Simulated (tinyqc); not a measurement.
# Undoped gate-all-around wire MOSFET, analytic charge model, step by step

tinyqc, about 0.03 s, one thread, Intel Xeon 2.30GHz (shared host): `OMP_NUM_THREADS=1 python tinyqc.py 2460101 2460102 out.jsonl` Printed values are rounded.

An undoped round wire of radius R under an insulator shell and a surrounding gate; long channel, electrons only, n = ni exp((psi - V)/Vt) with V the quasi-Fermi potential (0 at the source, Vd at the drain), constant mobility, no quantisation. The radial Poisson equation gives n(r) = n(0)/(1 - (1 - b) r^2/R^2)^2 with b = Q0/(Q + Q0). Q is the electron charge per area of the wire surface.

Values chosen for this exercise; material values close to those of silicon:
- T = 400 K (temperature)
- Eg = 1.1 eV (band gap)
- eps_r = 11.9 (relative permittivity of the semiconductor)
- Nc = 4.36e19 cm^-3 (conduction-band density of states at T)
- Nv = 4.02e19 cm^-3 (valence-band density of states at T)
- eox = 4 (relative permittivity of the gate insulator)
- tox = 3.8 nm (insulator thickness)
- R = 4 nm (wire radius)
- dphi = 0.13 V (gate work function less that of the intrinsic body)
- mu = 100 cm^2/(V s) (channel mobility)
- L = 1 um (gate length)
- Vg = 0.51 V (gate voltage)
- Vd = 0.3 V (drain voltage)

Constants: q = 1.602176634e-19 C, kB = 1.380649e-23 J/K, Vt = kB T/q, eps0 = 8.8541878128e-14 F/cm where lengths are in cm. Results are converted to the units shown.

Range of the model: In a wire this thin, quantum confinement raises the threshold; it is left out.

## Constants of the wire

ni = sqrt(Nc Nv) exp(-Eg/(2 Vt)), Eg in volts; Cox = eps0 eox/(R ln(1 + tox/R)); Q0 = 4 eps0 eps_r Vt/R; V0 = dphi + Vt ln[8 eps0 eps_r Vt/(q ni R^2)].

ni = 4.92222e12 cm^-3
Cox = 1.32582 uF/cm^2
Q0 = 363.186 nC/cm^2
V0 = 0.634961 V

## Iteration 1: charge at the source by Newton steps in y = ln(Q/Q0)

y at the start = 3

With V = 0 and Q = Q0 exp(y): f = Q/Cox + Vt y + Vt ln(1 + Q/Q0) - (Vg - V0); df/dy = Q/Cox + Vt (1 + Q/(Q + Q0)); y(new) = y - f/(df/dy).

Q = 7294.78 nC/cm^2
f = 5.83556 V
df/dy = 5.56941 V
y after iteration 1 = 1.95221

## Iteration 2: charge at the source by Newton steps in y = ln(Q/Q0)

As before.

Q = 2558.37 nC/cm^2
f = 2.19378 V
df/dy = 1.99431 V
y after iteration 2 = 0.852195

## Course of the iteration: charge at the source by Newton steps in y = ln(Q/Q0)

Stop when y changes by less than 1e-11, or after 60 iterations.

Course of the iteration:
```
iteration          y  |change|
1            1.95221      1.05
2           0.852195      1.10
3          -0.343711      1.20
4           -1.68449      1.34
5           -3.04727      1.36
6           -3.75141     0.704
7           -3.82062    0.0692
8           -3.82103   4.09e-4
9           -3.82103   1.37e-8
10          -3.82103   < 1e-12
```

Converged in 10 iterations. At the end the number of correct digits about doubles with each step.

## Drain current and line charge

Qs = 7.95566 nC/cm^2
Qd = 0.00160635 nC/cm^2

Q solves Vg - V0 - V = Q/Cox + Vt ln(Q/Q0) + Vt ln(1 + Q/Q0). I = mu (2 pi R/L)[2 Vt (Qs - Qd) + (Qs^2 - Qd^2)/(2 Cox) + Vt Q0 ln((Qd + Q0)/(Qs + Q0))], with Qs at V = 0 and Qd at V = Vd. Electrons per length at the source: 2 pi R Qs/q; surface over centre density: (1 + Qs/Q0)^2.

first term = 0.00137813 uA
second term = 5.99901e-5 uA
third term = -6.81627e-4 uA
I = 7.56497e-4 uA
electrons per length = 0.0124797 1/nm
surface over centre density = 1.04429

The square-law term makes up 7.93 % of the current. Below threshold the third term cancels half of the first, leaving the diffusion current Vt (Qs - Qd).
